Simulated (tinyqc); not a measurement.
Approximations to the ground state: Holstein polaron on two sites. Computed by tinyqc, a small Python program. Command: `OMP_NUM_THREADS=1 python tinyqc.py 3024990 3024991 out.jsonl holstein walk`. One thread of a shared host (Intel(R) Xeon(R) Processor @ 2.30GHz), about 0.01 s of CPU time with the checks.

One electron on sites 1 and 2: H = -t (c1+ c2 + c2+ c1) + hbar omega sum_i b_i+ b_i - g hbar omega sum_i n_i (b_i + b_i+). The symmetric phonon shifts the energy by -g^2 hbar omega/2 and drops out; with b = (b_1 - b_2)/sqrt(2) there remains H = -t sigma_x + hbar omega b+ b - (g hbar omega/sqrt(2)) sigma_z (b + b+). Parity splits it into blocks p = +1 and -1 over phonon numbers n. Zero-point energies are left out. Weights Z refer to mode b alone; the displaced symmetric mode multiplies the full zero-phonon weight by exp(-g^2/2).

Inputs (values chosen for the exercise, for a model dimer): hopping t = 1.6 meV; phonon energy hbar omega = 20.2 meV; coupling g = 0.466.

Method:
- Polaron binding energy E_p = g^2 hbar omega; ratio E_p/t (the adiabatic potential has two wells when it exceeds 1); adiabaticity hbar omega/t.
- Block p: H_nn = n hbar omega - p t (-1)^n - g^2 hbar omega/2, H_(n,n+1) = -(g hbar omega/sqrt(2)) sqrt(n + 1).
- Use 60 levels in both blocks; Z = c_0^2 is the weight of n = 0 in the ground state c; the splitting is the lowest odd level less the lowest even one, which without coupling is the smaller of 2t and hbar omega; <sigma_x> = sum (-1)^n c_n^2 measures the kinetic energy.
- Second order: E = -t - E_p/2 - (E_p/2) hbar omega/(hbar omega + 2t). Lang-Firsov: E = -E_p - t exp(-g^2). Variable displacement: E(x) = -E_p/2 - t exp(-g^2 x^2) - (E_p/2)(2x - x^2), minimised over 0 <= x <= 1. Adiabatic, classical lattice: E = -E_p/2 - t for E_p < t, else -E_p - t^2/(2 E_p); it leaves out the change of zero-point energy.

E_p = 4.38655 meV

E_p/t = 2.74159

ground-state energy = -5.71005 meV

hbar omega/t = 12.625

splitting/(2t) = 0.801957

Ground-state energy (meV):

| method | E | E - exact |
|---|---|---|
| second order in g | -5.6866 | 0.0234 |
| Lang-Firsov | -5.6742 | 0.0358 |
| variable displacement | -5.7073 | 0.0027 |
| adiabatic, classical | -4.6784 | 1.0317 |

best displacement x = 0.882

What follows from these numbers?

Closest here is variable displacement (0.00 meV), furthest adiabatic, classical (+1.03 meV), at hbar omega/t = 12.62 and E_p/t = 2.74. Lang-Firsov and variable displacement are variational and lie above the exact value. The Lang-Firsov narrowing exp(-g^2) = 0.805 compares with the exact splitting ratio 0.802.

Extremes, crossings and ranges named in words are read from the listed rows.
